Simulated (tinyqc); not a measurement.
Worked calculation: potential-pH (Pourbaix) lines of a metal, its cation, its oxide and an oxyanion, with a complexing ligand. Computed by tinyqc, a small Python program that keeps every step. Command: `OMP_NUM_THREADS=1 python tinyqc.py 3021197 3021198 out.jsonl pourb walk`. One thread of a shared host (Intel(R) Xeon(R) Processor @ 2.30GHz), about 0.02 s of CPU time with the checks. Intermediate numbers are printed to about 5 digits and carried at full precision; extremes and crossings named in words are read from the listed rows.

Potentials are against the standard hydrogen electrode; solids and water have unit activity; dG_f of M, H+ and the electron is zero; F = e N_A and s = R T ln(10)/F. The cation carries z = 2.

Inputs (values chosen for the exercise, modelled on iron):

| quantity | value | unit |
|---|---|---|
| dG_f of the cation | -77.33 | kJ/mol |
| dG_f of the oxide | -252.29 | kJ/mol |
| dG_f of the oxyanion | -333.85 | kJ/mol |
| dG_f of water | -237.14 | kJ/mol |
| temperature T | 298.15 | K |
| log10 of the dissolved activity a | -5 | - |
| pH | 1.3 | - |
| potential E | 0.27 | V |
| log10 of the stability constant beta of ML | 8.4 | - |
| pKa of HL | 6.9 | - |
| total ligand c_L | 0.0068 | mol/L |
| limiting current density i_L | 0.00095 | A/cm^2 |
| molar volume V_m | 7.09 | cm^3/mol |

Species: M, M2+, MO, MO2(2-).

exchange current densities, metal and cathodic (A/cm^2): 1.3e-06  7.4e-10

Tafel slopes, anodic and cathodic (mV/decade): 65  130

Constants: R = 8.314462618 J/(mol K); e = 1.602176634e-19 C; N_A = 6.02214076e+23 1/mol.

## Standard potentials

M2+ + 2e = M; MO + 2H+ + 2e = M + H2O; MO2(2-) + 4H+ + 2e = M + 2H2O. For each, E0 = -dG/(z F), and E = E0 + (s/z) log10 a - (s n_H/z) pH, with no activity term for the oxide.

s = 0.059159 V

E0 (V): cation -0.40073, oxide -0.07851, oxyanion 0.72773

The metal is less noble than hydrogen.

## Vertical lines

Two oxidised species coexist where their lines against the metal cross: pH1 (cation/oxide) = [E0(oxide) - E0(cation)]/s - (log10 a)/z; pH2 (oxide/oxyanion) = {[E0(oxyanion) - E0(oxide)]/s + (log10 a)/z}/(4/z - 1).

pH1 = 7.9467

pH2 = 11.128

width of the oxide field, pH2 - pH1 = 3.1815

The oxide is stable from pH 7.95 to 11.13; each decade less of dissolved metal narrows this field by 1.00 pH units.

## The stable species at (pH, E)

The metal is stable below the lowest of the three lines; above it, the species of the lowest line is stable. Water lines at 1 bar: hydrogen E = -s pH, oxygen E = -dG_f(water)/(2F) - s pH.

lines at this pH (V): cation -0.54863, oxide -0.15542, oxyanion 0.42601

upper limit of immunity = -0.54863 V

hydrogen line = -0.076907 V

oxygen line = 1.1520 V

E above the limit of immunity = 0.81863 V

Stable here: the cation (corrosion). Water itself can oxidise the metal at this pH. Caution: other oxidation states, hydroxides and hydrides are left out, and the lines say nothing of rates.

## A complexing ligand

The free ligand is c_L/(1 + 10^(pKa - pH)) (ligand in excess); dissolved metal is a in all, so the free cation is a/alpha, alpha = 1 + beta [L]; the cation line drops by (s/z) log10 alpha.

free ligand = 1.7081e-08 mol/L

log10 alpha = 0.72350

cation line with ligand = -0.57003 V

that line less the oxide line = -0.41462 V

With the ligand the dissolved state lies below the oxide: the oxide dissolves at this pH.

## Mixed potential with oxygen reduction

Anodic i = i0a 10^((E - E_a)/b_a) with E_a the cation line with ligand; cathodic i = i0c 10^((E_c - E)/b_c) with E_c the oxygen line; supply caps the cathodic current, 1/i_c = 1/i(Tafel) + 1/i_L. E_corr makes the two currents equal. Without the cap it would be [b_c E_a + b_a E_c + b_a b_c log10(i0c/i0a)]/(b_a + b_c). Rate = i V_m/(z F). Films are left out.

E_corr without the cap = -0.13663 V

corrosion potential E_corr = -0.38389 V

corrosion current density = 9.5000e-04 A/cm^2

i/i_L = 1.00000

etch rate = 20.943 nm/min

The current sits at the supply limit: stirring or more oxidant, not the ligand, sets the rate. Caution: E_corr lies below the hydrogen line, so hydrogen evolution, left out here, adds cathodic current.

## The diagram with and without ligand

The formulas are those given above.

Lines against the metal (V); the species with the lowest line is stable above it:

| pH | cation | oxide | oxyanion | stable above | cation with ligand | stable above, ligand |
|---|---|---|---|---|---|---|
| 0 | -0.54863 | -0.07851 | 0.5798 | cation | -0.55113 | dissolved |
| 2 | -0.54863 | -0.19683 | 0.3432 | cation | -0.58863 | dissolved |
| 4 | -0.54863 | -0.31515 | 0.1066 | cation | -0.64720 | dissolved |
| 5 | -0.54863 | -0.37431 | -0.0118 | cation | -0.67663 | dissolved |
| 6 | -0.54863 | -0.43347 | -0.1301 | cation | -0.70484 | dissolved |
| 7 | -0.54863 | -0.49262 | -0.2484 | cation | -0.72548 | dissolved |
| 8 | -0.54863 | -0.55178 | -0.3667 | oxide | -0.73201 | dissolved |
| 9 | -0.54863 | -0.61094 | -0.4850 | oxide | -0.73289 | dissolved |
| 10 | -0.54863 | -0.67010 | -0.6034 | oxide | -0.73298 | dissolved |
| 12 | -0.54863 | -0.78842 | -0.8400 | oxyanion | -0.73299 | oxyanion |
| 14 | -0.54863 | -0.90674 | -1.0766 | oxyanion | -0.73299 | oxyanion |

Without ligand the oxide holds 3 of the eleven rows (pH 8 to 10), with it 0. The ligand acts once beta [L] exceeds 1, from pH = pKa - log10(beta c_L) = 0.7 on; its line then falls by at most s/z per pH unit and flattens beyond pKa, 0.184 V below the free cation at most. The oxide line falls faster, by s per pH unit.

Checks made by the program: the lines cross at pH1 and pH2 (relative difference below 1e-10).
